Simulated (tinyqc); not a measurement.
Inside a calculation: free-carrier optics of a doped semiconductor (Drude model). Values are carried at full precision from step to step, so a last printed digit may differ when a step is redone from the rounded ones.

eps(E) = ei [1 - Ep^2/(E^2 + i E Gam)], with Ep^2 = 8 pi c (e^2/(4 pi eps0)) N/(m ei), c = hbar^2/2m0, N in 1/angstrom^3 (1e-24 per 1/cm^3); Gam = hbar/tau, tau = mu m m0/e with m0/e = 5.685630e-12 kg/C and mu in m^2/(V s). Energies in meV.

Constants: hbar^2/2m0 = 3.80998211 eV angstrom^2; e^2/(4 pi eps0) = 14.39964547 eV angstrom; hbar = 6.58211957e-16 eV s; hbar c = 1973.269805 eV angstrom.

Inputs chosen for the exercise (mass and dielectric values near those of Si; N and mu are free inputs; interband absorption and the rise of the mass with filling are left out; not measured data): N = 2.1e+18 1/cm^3 (carrier density); m = 0.247 m0 (conductivity mass); mu = 55 cm^2/(V s) (mobility); ei = 12.02 (high-frequency dielectric constant); E = 23.9 meV (photon energy).

## Plasma energy and damping

Evaluate Ep, tau, Gam, the plasma wavelength hc/Ep (hc = 1239.841984 eV nm) and the dc resistivity 1/(e N mu), e = 1.602176634e-19 C.

Ep = 31.23 meV
tau = 7.72 fs
Gam = 85.22 meV
plasma wavelength = 39.70 micrometre
rho = 0.0540 ohm cm

Ep/Gam = 0.37: the free-carrier part of eps1 has no zero, and the plasma mode is overdamped (Ep/Gam below 1/2).

## Dielectric function at one energy

Insert the numbers.

free-carrier term = -1.4966+5.3361i
eps = 10.5234+5.3361i

## Optical constants

n + i k = sqrt(eps1 + i eps2) with k >= 0; R = ((n - 1)^2 + k^2)/((n + 1)^2 + k^2) at normal incidence from vacuum; alpha = 2 E k/(hbar c), times 1e8 for 1/cm; loss function Im(-1/eps) = eps2/(eps1^2 + eps2^2).

Convert eps at the photon energy E (in meV) into the optical constants.

n = 3.3408
k = 0.7986
R = 0.3140
alpha = 1.93e+03 1/cm

Light of this energy penetrates 1/alpha = 5.17 micrometre.

## Checks

- Integral of E eps2 of the free-carrier term against (pi/2) ei Ep^2 (meV^2): both 18414.

(tinyqc, `OMP_NUM_THREADS=1 python tinyqc.py 1681214 1681215 out.jsonl`, Intel(R) Xeon(R) Processor @ 2.30GHz, 1 thread, shared host, about 0.01 s.)
